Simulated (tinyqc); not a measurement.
Comparisons within one model: three-level Kane dispersion of a narrow-gap semiconductor. A value that a table varies takes the place of the one given here.

Zero of energy at Gamma8, c = hbar^2/2m0, P^2 = Ep c. The free-electron term and remote bands are left out, so the heavy holes are flat at E = 0 and the other three bands obey E (E - Eg)(E + Dso) = P^2 k^2 (E + 2 Dso/3). The conduction band is the highest root; its edge is Ec = max(Eg, 0).

Degenerate electrons at T = 0: kF = (3 pi^2 n)^(1/3), 1 cm^-3 = 1e-24 angstrom^-3; EF is the highest root at kF. The momentum (cyclotron, optical) mass is m(E) = hbar^2 k/(dE/dk) = c d(k^2)/dE with d(k^2)/dE = k^2 [1/E + 1/(E - Eg) + 1/(E + Dso) - 1/(E + 2 Dso/3)]; the density of states is k d(k^2)/dE/(2 pi^2).

Edge mass m0* = Eg (Eg + Dso)/(Ep (Eg + 2 Dso/3)).
Constants: hbar^2/2m0 = 3.80998211 eV angstrom^2.

Inputs chosen for the exercise (near those of GaSb; the results hold for these values, not for the real material): Eg = 0.809 eV (E(Gamma6) - E(Gamma8)); Dso = 0.74 eV (spin-orbit splitting); Ep = 26.2 eV (Kane energy); k = 0.038 1/angstrom (wave vector); n = 5.2e+17 cm^-3 (electron density).

## Filling the band

n from 1e15 to 1e19 cm^-3. The last column is the local power d ln(EF - Ec)/d ln n = kF^2/(1.5 (EF - Ec) d(k^2)/dE).

Results:

| n (cm^-3) | kF (1/angstrom) | EF - Ec (meV) | parabolic (meV) | m(EF) | m(EF)/m0* | power |
|---|---|---|---|---|---|---|
| 1.0e+15 | 0.00309 | 1.0 | 1.0 | 0.0368 | 1.00 | 0.666 |
| 1.0e+16 | 0.00667 | 4.6 | 4.6 | 0.0371 | 1.01 | 0.663 |
| 3.0e+16 | 0.00961 | 9.5 | 9.6 | 0.0375 | 1.02 | 0.660 |
| 1.0e+17 | 0.01436 | 20.9 | 21.4 | 0.0384 | 1.05 | 0.652 |
| 3.0e+17 | 0.02071 | 42.5 | 44.5 | 0.0402 | 1.09 | 0.638 |
| 1.0e+18 | 0.03094 | 90.3 | 99.3 | 0.0441 | 1.20 | 0.611 |
| 3.0e+18 | 0.04462 | 173.3 | 206.5 | 0.0507 | 1.38 | 0.575 |
| 1.0e+19 | 0.06665 | 336.5 | 460.9 | 0.0637 | 1.74 | 0.526 |

The power falls from 0.666 to 0.526: 2/3 marks a parabola, 1/3 a linear band. The parabola is within 10 % up to n = 3.0e+17 cm^-3. The mass ends at 1.74 times its edge value. Side valleys are left out; where they lie low (GaSb, grey Sn: about 0.1 eV) they take the electrons long before the last rows.

## Closing and inverting the gap

Eg is varied at fixed k, Dso and Ep. Edge mass: Eg (Eg + Dso)/(Ep (Eg + 2 Dso/3)) for Eg > 0, 3 |Eg|/(2 Ep) for Eg < 0. The Gamma6 weight of the conduction state is 1/(1 + P^2 k^2 [(2/3)/E^2 + (1/3)/(E + Dso)^2]).

Results:

| Eg (eV) | m0* | highest root (eV) | middle (eV) | lowest (eV) | E - Ec (meV) | Gamma6 weight |
|---|---|---|---|---|---|---|
| -0.300 | 0.01718 | 0.2094 | -0.3995 | -0.8500 | 209.4 | 0.308 |
| -0.150 | 0.00859 | 0.2631 | -0.3272 | -0.8259 | 263.1 | 0.411 |
| -0.060 | 0.00344 | 0.3031 | -0.2877 | -0.8154 | 303.1 | 0.478 |
| -0.015 | 0.00086 | 0.3254 | -0.2695 | -0.8109 | 325.4 | 0.513 |
| 0.015 | 0.00085 | 0.3411 | -0.2579 | -0.8082 | 326.1 | 0.536 |
| 0.060 | 0.00331 | 0.3660 | -0.2415 | -0.8045 | 306.0 | 0.569 |
| 0.150 | 0.00792 | 0.4201 | -0.2121 | -0.7981 | 270.1 | 0.633 |
| 0.300 | 0.01501 | 0.5221 | -0.1725 | -0.7896 | 222.1 | 0.723 |

The edge mass vanishes with |Eg| from both sides, yet the kinetic energy at this k stays finite, at most 326.1 meV in the table; at Eg = 0 the two-level form, without the split-off band, gives the linear value sqrt(2/3) P k = 310.0 meV. The Gamma6 weight of the conduction state goes smoothly from 0.31 to 0.72 and is 0.51 and 0.54 in the two rows next to Eg = 0: at finite k nothing jumps at the inversion.

## What each parameter does

Edge mass, EF - Ec and m(EF). Each row changes one parameter from the base and keeps the others.

Results:

| case | m0* (m0) | EF - Ec (meV) | m(EF) (m0) |
|---|---|---|---|
| base | 0.03673 | 60.18 | 0.04163 |
| n = 1.04e+18 cm^-3 | 0.03673 | 92.44 | 0.04424 |
| Eg = 0.9304 eV | 0.04166 | 53.79 | 0.04600 |
| Dso = 0.851 eV | 0.03724 | 59.40 | 0.04214 |
| Ep = 30.13 eV | 0.03194 | 68.61 | 0.03679 |

The largest shifts from the base row, up to three for each result and ties (the steps differ in size, so this ranks the rows, not the parameters). m0* (m0): Eg +0.00494, Ep -0.00479, Dso +0.00052; unchanged at the printed digits by n. EF - Ec (meV): n +32.26, Ep +8.43, Eg -6.39. m(EF) (m0): Ep -0.00484, Eg +0.00437, n +0.00261.

tinyqc: `OMP_NUM_THREADS=1 python tinyqc.py 1080661 1080662 out.jsonl`; about 0.01 s, one thread, shared Intel(R) Xeon(R) Processor @ 2.30GHz.
